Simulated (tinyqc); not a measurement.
Thermal displacements in the Debye model: Debye-Waller factors, bond-length spread and the Lindemann rule: one step, computed by the program tinyqc.

A Debye spectrum with three branches of one velocity, cut at k_B Theta; 4 atoms per cube, nearest neighbours at d = 0.707107 a.

Task: Spread of the bond length. Correlated Debye model: sigma^2 = (3 hbar^2/(M k_B Theta)) int_0^1 s coth(s Theta/(2T)) [1 - sin(s q_D R)/(s q_D R)] ds for two atoms at distance R, q_D = (6 pi^2 n)^(1/3), n atoms per volume; uncorrelated motion would give 2 <u_x^2>. An EXAFS amplitude is damped by exp(-2 k^2 sigma^2).

Inputs (values chosen for the exercise, modelled on nickel): atomic mass M = 58.69 u; Debye temperature Theta = 391 K; lattice constant a = 3.524 angstrom; temperature T = 77 K; photoelectron wave number k = 9.4 1/angstrom.

Structure: fcc.

<u_x^2> = 0.001980616 angstrom^2

Constants: hbar^2/u = 4.18015928e-03 eV angstrom^2; k_B = 8.617333262e-05 eV/K.

Give: sigma^2 of the nearest bond; correlation 1 - sigma^2/(2 <u_x^2>); EXAFS damping.

Result:

sigma^2 of the nearest bond = 0.0029443 angstrom^2

correlation 1 - sigma^2/(2 <u_x^2>) = 0.25672

EXAFS damping = 0.59433

Neighbours move partly together, which removes 26 % of the uncorrelated spread.
